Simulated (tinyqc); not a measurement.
# Threshold of a short bulk MOSFET: charge sharing, barrier lowering, narrow width: two studies

n-channel device on a p-type body, depletion approximation, full ionisation. Uniform doping N = Na. Vbi from Boltzmann statistics is rough for the degenerate source. Cox = eps0 eox/tox.

Values chosen for this exercise; band and dielectric values close to those of silicon:
```
symbol    value   unit                                                                 meaning
T           400      K                                                             temperature
Eg         1.12     eV                                                                band gap
eps_r      11.8                                                          relative permittivity
Nc      4.37e19  cm^-3                                  conduction-band density of states at T
Nv      4.11e19  cm^-3                                     valence-band density of states at T
eox        24.9         relative permittivity of the gate insulator (close to zirconium oxide)
tox         7.5     nm                                                     insulator thickness
Na       5.6e17  cm^-3                                                          channel doping
Nsd        1e20  cm^-3                                                 source and drain doping
Vfb       -0.78      V                                     flat-band voltage for the doping Na
xj           34     nm                                                          junction depth
Vbs          -1      V                                                     body-source voltage
Vds         1.2      V                                                    drain-source voltage
W          1500     nm                                                              gate width
xw            0                      shape factor of the fringing depletion at the width edges
L           210     nm                                                          channel length
```

Constants: q = 1.602176634e-19 C, kB = 1.380649e-23 J/K, Vt = kB T/q, eps0 = 8.8541878128e-14 F/cm where lengths are in cm. Results are converted to the units shown.

Each table varies one quantity; the others keep the values above.

## Threshold roll-off against channel length

ni = sqrt(Nc Nv) exp(-Eg/(2 Vt)), Eg in volts; 2 pB = 2 Vt ln(N/ni); flat band Vfb - Vt ln(N/Na); Wd = sqrt(2 eps0 eps_r (2 pB - Vbs)/(q N)); body term q N Wd/Cox; long-channel VT0 = flat band + 2 pB + body term; Vbi = Vt ln(N Nsd/ni^2); scale length l = sqrt((eps_r/eox) tox Wd). Charge sharing (trapezoid; it ignores Vds): F = (xj/L)(sqrt(1 + 2 Wd/xj) - 1), lowering = body term times F. Barrier lowering: th = exp(-L/(2 l)) + 2 exp(-L/l), lowering = th [2 (Vbi - 2 pB) + Vds], DIBL = th. Narrow width: rise = body term times xw Wd/W. VT by each model = VT0 - lowering + rise. DIBL under 0.001 mV/V is printed as 0.

The same in every row: N (cm^-3) = 5.600e17; VT0 (V) = 0.2405.

Threshold roll-off against channel length:
```
L (nm),L/l,F,DIBL (mV/V),"VT, charge sharing (V)","VT, barrier lowering (V)"
70,4.601,0.5819,120.3,0.1249,0.05315
100,6.572,0.4073,40.20,0.1596,0.1779
150,9.858,0.2716,7.337,0.1866,0.2291
210,13.80,0.1940,1.009,0.2020,0.2390
300,19.72,0.1358,0.05231,0.2136,0.2405
440,28.92,0.09258,0,0.2221,0.2405
630,41.41,0.06466,0,0.2277,0.2405
910,59.81,0.04476,0,0.2316,0.2405
```

What does the table show?

VT by barrier lowering rises from 0.0532 to 0.241 V and VT by charge sharing rises from 0.125 to 0.232 V. DIBL is under 100 mV/V from L = 100 nm on among the rows (th = 0.1 at L/l = 4.92). For L = 70 F exceeds 0.5: the shares of source and drain overlap, and the trapezoid formula no longer holds.

## Effect of the junction depth

Same model as above.

The same in every row: N (cm^-3) = 5.600e17; VT0 (V) = 0.2405; L/l = 13.80; DIBL (mV/V) = 1.009; VT, barrier lowering (V) = 0.2390.

Effect of the junction depth:
```
xj (nm),F,"VT, charge sharing (V)"
5,0.1000,0.2207
8.5,0.1231,0.2161
14,0.1473,0.2113
24,0.1755,0.2057
41,0.2038,0.2000
70,0.2305,0.1947
120,0.2538,0.1901
200,0.2715,0.1866
```

As xj goes from 5 to 200, VT0 stays at 0.241 V, DIBL stays at 1.01 mV/V, F rises from 0.100 to 0.271 and VT by barrier lowering stays at 0.239 V. The junction depth enters only the charge-sharing model.

Program tinyqc, `OMP_NUM_THREADS=1 python tinyqc.py 2002009 2002010 out.jsonl`; Intel Xeon 2.30GHz, shared host, one thread, about 0.01 s.
